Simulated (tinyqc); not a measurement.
Surface potential of a MOS transistor: implicit equation and explicit approximations: one step of the calculation.

p-type body, charge-sheet picture, depletion and inversion only, full ionisation (an idealisation for deep acceptors), Boltzmann statistics (rough once Na exp(x - xn) passes about Nc/7). In units of Vt: xg = (Vg - Vfb)/Vt, x = psi/Vt, G = gamma/sqrt(Vt), xn = (2 phiF + Vc)/Vt. The implicit equation is (xg - x)^2 = G^2 [x - 1 + exp(x - xn)] for x above about 3. Cox = eps0 eox/tox.

Problem. Explicit approximation. Depletion value a = 1 + [sqrt(G^2/4 + xg - 1) - G/2]^2; inversion value b = xn + ln[(xg - xn)^2/G^2 - xn + 1] and first guess y = min(a, b) - ln(1 + exp(-|a - b|)) if a > xn + 1, else b = y = a; one second-order correction with D = exp(y - xn), p = 2 (xg - y) + G^2 (1 + D), w = (xg - y)^2 - G^2 (y - 1 + D): z = y + 2 w/(p + sqrt(p^2 - 2 (2 - G^2 D) w)), or the Newton step z = y + w/p where the root is not real.

G = 1.7685665
xn = 43.043689
xg = 38.991181

Find: a; b; y; p; w; z.

Solution.

a = 29.543
b = 29.543
y = 29.543
p = 22.025
w = -4.2833e-6
z = 29.543

The root of the implicit equation is x = 29.5426; y misses it by 1.9e-7 and z by 0, in units of Vt (Newton branch).

Computed by the program tinyqc: `OMP_NUM_THREADS=1 python tinyqc.py 2122134 2122135 out.jsonl`, one thread of a shared Intel Xeon 2.30GHz, about 0.01 s for the whole run.
